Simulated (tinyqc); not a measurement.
Coherent potential approximation for a binary alloy with a semi-elliptic band, step by step. Values are carried at full precision from step to step, so a last printed digit may differ when a step is redone from the rounded ones.

Site levels eA = -x d (share 1 - x) and eB = (1 - x) d (share x), so that their mean, the virtual crystal, is 0. Pure band: G0(z) = 2 (z - sqrt(z - W) sqrt(z + W))/W^2 with principal roots, density -Im G/pi per site. The medium has a self-energy S(z), G = G0(z - S), z = E + i eta. t_i = (e_i - S)/(1 - (e_i - S) G); the CPA demands <t> = (1 - x) tA + x tB = 0. Iteration: start at S = 0, set S(new) = S + <t>/(1 + <t> G), stop when |<t>| < 1e-9 eV.

Constants: hbar = 6.58211957e-16 eV s.

Values chosen for the exercise: W = 1.9 eV (half width of the pure band); x = 0.28 (fraction of B); d = 1.86 eV (eB - eA); eta = 0.038 eV (broadening); E = -1.21 eV (energy).

## First step: the average t-matrix

With S = 0 form G, tA, tB, <t> and the new S.

eA, eB (eV): [-0.5208, 1.3392]

G = -0.65298-0.79098i 1/eV

tA, tB (eV): [-0.5679-0.3545i, 0.5415-0.3060i]

<t> = -0.2573-0.3409i eV
S after one step = -0.3807-0.1989i eV

## The self-consistent medium

Iterate.

Iterations:
```
i             S (eV)           G (1/eV)  |<t>| (eV)
0            0.00000  -0.65298-0.79098i       0.427
1  -0.38073-0.19891i  -0.39650-0.82694i      0.0552
2  -0.34209-0.16061i  -0.42482-0.83446i     0.00546
3  -0.34435-0.16560i  -0.42237-0.83273i    0.000566
4  -0.34431-0.16504i  -0.42255-0.83299i    5.83e-05
5  -0.34429-0.16509i  -0.42254-0.83296i    6.01e-06
6  -0.34430-0.16509i  -0.42254-0.83296i    6.19e-07
7  -0.34430-0.16509i  -0.42254-0.83296i    6.38e-08
8  -0.34430-0.16509i  -0.42254-0.83296i    6.58e-09
9  -0.34430-0.16509i  -0.42254-0.83296i    6.78e-10
```

S = -0.34430-0.16509i eV
G = -0.42254-0.83296i 1/eV

Converged at i = 9. The first step gave -0.3807-0.1989i eV.

## Densities on A and B, and the lifetime

G_i = G/(1 - (e_i - S) G); densities -Im G_i/pi; their weighted sum must be -Im G/pi. Lifetime hbar/(2 |Im S|), which has a meaning only while |Im S| is small against W. Weak-scattering value of S: x (1 - x) d^2 G.

densities (1/eV): on A 0.3499, on B 0.0472, weighted sum 0.2651, medium 0.2651

lifetime = 1.99 fs
weak-scattering S = -0.2947-0.5810i eV

An A site carries the larger density here, by a factor 7.41; the weak-scattering value is 110 % from S.

## Checks

- Weighted sum of the partial densities against the density of the medium: both 0.26514.

Program tinyqc; command `OMP_NUM_THREADS=1 python tinyqc.py 1480324 1480325 out.jsonl`; about 0.01 s on one thread of a shared Intel(R) Xeon(R) Processor @ 2.30GHz.
